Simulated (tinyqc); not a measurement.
Potential-pH (Pourbaix) lines of a metal, its cation, its oxide and an oxyanion, with a complexing ligand: one step, computed by the program tinyqc. Command: `OMP_NUM_THREADS=1 python tinyqc.py 3014724 3014725 out.jsonl pourb walk`. One thread of a shared host (Intel(R) Xeon(R) Processor @ 2.30GHz), about 0.01 s of CPU time with the checks.

Potentials are against the standard hydrogen electrode; solids and water have unit activity; dG_f of M, H+ and the electron is zero; F = e N_A and s = R T ln(10)/F. The cation carries z = 2.

Problem. Mixed potential with oxygen reduction. Anodic i = i0a 10^((E - E_a)/b_a) with E_a the cation line with ligand; cathodic i = i0c 10^((E_c - E)/b_c) with E_c the oxygen line; supply caps the cathodic current, 1/i_c = 1/i(Tafel) + 1/i_L. E_corr makes the two currents equal. Without the cap it would be [b_c E_a + b_a E_c + b_a b_c log10(i0c/i0a)]/(b_a + b_c). Rate = i V_m/(z F). Films are left out.

Inputs (values chosen for the exercise, modelled on copper): temperature T = 298.15 K; limiting current density i_L = 0.00089 A/cm^2; molar volume V_m = 7.11 cm^3/mol.

Species: M, M2+, MO, MO2(2-).

exchange current densities, metal and cathodic (A/cm^2): [1.1e-05, 4.8e-12]

Tafel slopes, anodic and cathodic (mV/decade): [45, 130]

cation line with ligand = -0.03327180 V

oxygen line = 0.7674485 V

Constants: e = 1.602176634e-19 C; N_A = 6.02214076e+23 1/mol.

Give: E_corr without the cap; corrosion potential E_corr; corrosion current density; i/i_L; etch rate.

Solution.

E_corr without the cap = -0.03998 V

corrosion potential E_corr = -0.04011 V

corrosion current density = 7.752e-06 A/cm^2

i/i_L = 0.008710

etch rate = 0.1714 nm/min

The current is under activation control. Caution: other oxidation states, hydroxides and hydrides are left out, and the lines say nothing of rates. Caution: so near the reversible potential the back reaction matters and the Tafel form fails.
